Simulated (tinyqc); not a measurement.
Changing the total ligand c_L: potential-pH (Pourbaix) lines of a metal, its cation, its oxide and an oxyanion, with a complexing ligand. Computed by tinyqc, a small Python program. Command: `OMP_NUM_THREADS=1 python tinyqc.py 3005258 3005259 out.jsonl pourb sweep`. One thread of a shared host (Intel(R) Xeon(R) Processor @ 2.30GHz), about 0.01 s of CPU time with the checks.

Potentials are against the standard hydrogen electrode; solids and water have unit activity; dG_f of M, H+ and the electron is zero; F = e N_A and s = R T ln(10)/F. The cation carries z = 2.

Inputs (values chosen for the exercise, modelled on tin):
```
quantity,value,unit
dG_f of the cation,-27.52,kJ/mol
dG_f of the oxide,-250.99,kJ/mol
dG_f of the oxyanion,-310.11,kJ/mol
dG_f of water,-237.14,kJ/mol
temperature T,298.15,K
log10 of the dissolved activity a,-3,-
pH,3.8,-
potential E,-0.6,V
log10 of the stability constant beta of ML,7.7,-
pKa of HL,5.2,-
limiting current density i_L,0.00046,A/cm^2
molar volume V_m,16.3,cm^3/mol
```

Species: M, M2+, MO, MO2(2-).

exchange current densities, metal and cathodic (A/cm^2): [1.2e-06, 6.4e-12]

Tafel slopes, anodic and cathodic (mV/decade): [40, 95]

Constants: R = 8.314462618 J/(mol K); e = 1.602176634e-19 C; N_A = 6.02214076e+23 1/mol.

Method:
- M2+ + 2e = M; MO + 2H+ + 2e = M + H2O; MO2(2-) + 4H+ + 2e = M + 2H2O. For each, E0 = -dG/(z F), and E = E0 + (s/z) log10 a - (s n_H/z) pH, with no activity term for the oxide.
- The metal is stable below the lowest of the three lines; above it, the species of the lowest line is stable. Water lines at 1 bar: hydrogen E = -s pH, oxygen E = -dG_f(water)/(2F) - s pH.
- The free ligand is c_L/(1 + 10^(pKa - pH)) (ligand in excess); dissolved metal is a in all, so the free cation is a/alpha, alpha = 1 + beta [L]; the cation line drops by (s/z) log10 alpha.
- Anodic i = i0a 10^((E - E_a)/b_a) with E_a the cation line with ligand; cathodic i = i0c 10^((E_c - E)/b_c) with E_c the oxygen line; supply caps the cathodic current, 1/i_c = 1/i(Tafel) + 1/i_L. E_corr makes the two currents equal. Without the cap it would be [b_c E_a + b_a E_c + b_a b_c log10(i0c/i0a)]/(b_a + b_c). Rate = i V_m/(z F). Films are left out.

One run for each value:
```
total ligand c_L (mol/L),log10 alpha,cation line with ligand (V),etch rate (nm/min),that line less the oxide line (V)
1.00e-05,1.305,-0.2700,23.31,0.0266
4.00e-05,1.891,-0.2873,23.31,0.0093
2.00e-04,2.585,-0.3078,23.31,-0.0112
7.00e-04,3.128,-0.3239,23.31,-0.0273
3.00e-03,3.760,-0.3426,23.31,-0.0460
1.00e-02,4.283,-0.3580,23.31,-0.0615
6.00e-02,5.061,-0.3811,23.31,-0.0845
2.00e-01,5.584,-0.3965,23.31,-0.0999
1.00e+00,6.283,-0.4172,23.31,-0.1206
```

Over the rows, log10 alpha rises from 1.31 to 6.28; cation line with ligand (V) falls from -0.270 to -0.417; etch rate (nm/min) rises from 23.3126 to 23.3134. Once beta [L] exceeds 1, each decade of ligand lowers the cation line by s/z; the etch rate changes by less than 20 % over the rows.

Caution (all rows): other oxidation states, hydroxides and hydrides are left out, and the lines say nothing of rates. Caution (rows 1.00e-5, 4.00e-5, 2.00e-4, 7.00e-4, 0.00300): the ligand is not in tenfold excess over the metal, as assumed. Caution (rows 1.00e-5, 4.00e-5): at this pH the oxide, not the cation, is the stable product, and a film would cut the rate. Caution (rows 0.00300, 0.0100, 0.0600, 0.200, 1.00): E_corr lies below the hydrogen line, so hydrogen evolution, left out here, adds cathodic current.
